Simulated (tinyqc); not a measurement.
Mesh against broadening: interband optics of a two-band s-p chain from momentum matrix elements.

H(k) = [[Es - 2 ts cos ka, 2i V sin ka], [-2i V sin ka, Ep_ + 2 tp cos ka]] in the basis s, p; the lower band is full, with two electrons a cell. The velocity operator times hbar is W = dH/dk (eV angstrom); intra-atomic dipoles are left out.

With w(k) = |<c|W|v>|^2 and D(k) = Ec - Ev, on the mesh k_j = (j + 1/2)/N (2 pi/a): eps(E) = 1 + (8 pi e2/(a Ar)) mean_j (w/D^2) [1/(D - E - i eta) + 1/(D + E + i eta)], e2 = e^2/(4 pi eps0); light polarised along the chains, no local fields.

Constants: e^2/(4 pi eps0) = 14.39964547 eV angstrom.

Values chosen for the exercise: a = 2.37 angstrom (period); Es = 1.53 eV (upper orbital (s)); Ep_ = -3.6 eV (lower orbital (p)); ts = 0.63 eV (s-s hopping); tp = 0.64 eV (p-p hopping); V = 0.67 eV (s-p hopping); Ar = 8.1 angstrom^2 (cross-section per chain); E = 1.01 eV (photon energy).

eps2 at E for three widths, and eps(0) at eta = 0; the last row is the mesh of 2000 points.

Convergence:

| N | eta = 0.03 eV | eta = 0.1 eV | eta = 0.3 eV | eps(0) |
|---|---|---|---|---|
| 4 | 0.002 | 0.006 | 0.017 | 1.6499 |
| 8 | 0.018 | 0.060 | 0.176 | 3.3761 |
| 16 | 0.026 | 0.088 | 0.255 | 3.8080 |
| 32 | 0.027 | 0.088 | 0.257 | 3.8132 |
| 64 | 0.027 | 0.088 | 0.257 | 3.8132 |
| 128 | 0.027 | 0.088 | 0.257 | 3.8132 |
| 2000 | 0.027 | 0.088 | 0.257 | 3.8132 |

What can be read from this table?

The first N from which eps2 stays within 2 % of the last row is 16 for eta = 0.03, 16 for 0.1 and 16 for 0.3 eV; for eps(0) and 0.1 % it is 32. E lies outside the range of transitions, so eps2 is only the tail of the broadening and grows with eta.

(tinyqc, `OMP_NUM_THREADS=1 python tinyqc.py 1652153 1652154 out.jsonl`, Intel(R) Xeon(R) Processor @ 2.30GHz, 1 thread, shared host, about 0.01 s.)
